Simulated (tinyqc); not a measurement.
Time-domain thermoreflectance: layered heat flow under a modulated pulse train, and what the signal ratio measures: one step, computed by the program tinyqc.

Pulses repeat at 80 MHz; heat is laid down at the surface, all layers are isotropic, and the film is in perfect contact with the substrate.

Question. Length and time scales. Penetration depth sqrt(kappa/(pi f C)); effusivity sqrt(kappa C); cooling time of the metal d C_m/G; Kapitza length kappa/G.

Inputs (values chosen for the exercise, modelled on aluminium on a SiGe alloy):
```
quantity,value,unit
metal thickness d,100,nm
metal heat capacity,2.42,MJ/(m^3 K)
boundary conductance G under the metal,47,MW/(m^2 K)
substrate conductivity kappa,7.94,W/(m K)
substrate heat capacity C,1.64,MJ/(m^3 K)
modulation frequency f,5,MHz
"spot radius w (1/e^2, pump and probe)",3.3,micrometre
```

Stack: metal, film, substrate.

Give: penetration depth; effusivity; cooling time of the metal; Kapitza length; depth over spot radius.

Answer.

penetration depth = 0.5552 micrometre

effusivity = 3609 W s^(1/2)/(m^2 K)

cooling time of the metal = 5149 ps

Kapitza length = 168.9 nm

depth over spot radius = 0.1682
